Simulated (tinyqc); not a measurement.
Worked calculation: Hubbard chain of 4 sites. Computed by tinyqc, a small Python program that keeps every step. Settings: hopping = 1.69, U = 9.5, mixing = 1, iteration cap = 78. Command: `OMP_NUM_THREADS=1 python tinyqc.py 28924 28925 out.jsonl` (the two numbers bound the seeds that draw the settings). One thread of a shared host (Intel(R) Xeon(R) Processor @ 2.60GHz), about 0.1 s of CPU time with the checks.

one-body matrix (hopping and site energies) (eV):
```
           1          2          3          4
1   0.000000  -1.690000   0.000000   0.000000
2  -1.690000   0.000000  -1.690000   0.000000
3   0.000000  -1.690000   0.000000  -1.690000
4   0.000000   0.000000  -1.690000   0.000000
```

U = 9.500000 eV

electrons, up and down: 2  2

n(up) at the start (a guess, not normalised): 1 0.500000, 2 0.500000, 3 0.500000, 4 0.500000

n(down) at the start (a guess): 1 0.500000, 2 0.500000, 3 0.500000, 4 0.500000

Each step fills the lowest levels of T + U n(other spin) and sets n(new) = n + mixing (n(out) - n); stop when output and input agree to 1e-8.

Course of the cycle:
```
iteration      E (eV)  largest |n(out) - n(in)|  mean |n_up - n_down|
1          1.94209024                  4.44e-16              0.000000
```

Can the last value be used, and what does the course show?

No, though the log alone does not show it. Converged in 1 iterations. But random starts reach -1.76469 eV, so this is another stationary point, not the lowest one. Reruns (cap 100 unless said): mixing 0.2: converged in 1 to a higher stationary point (E = 1.94209); mixing 0.5: converged in 1 to a higher stationary point (E = 1.94209); mixing 0.9: converged in 1 to a higher stationary point (E = 1.94209). Before convergence this energy mixes input and output and is not variational, so it may rise towards its limit.
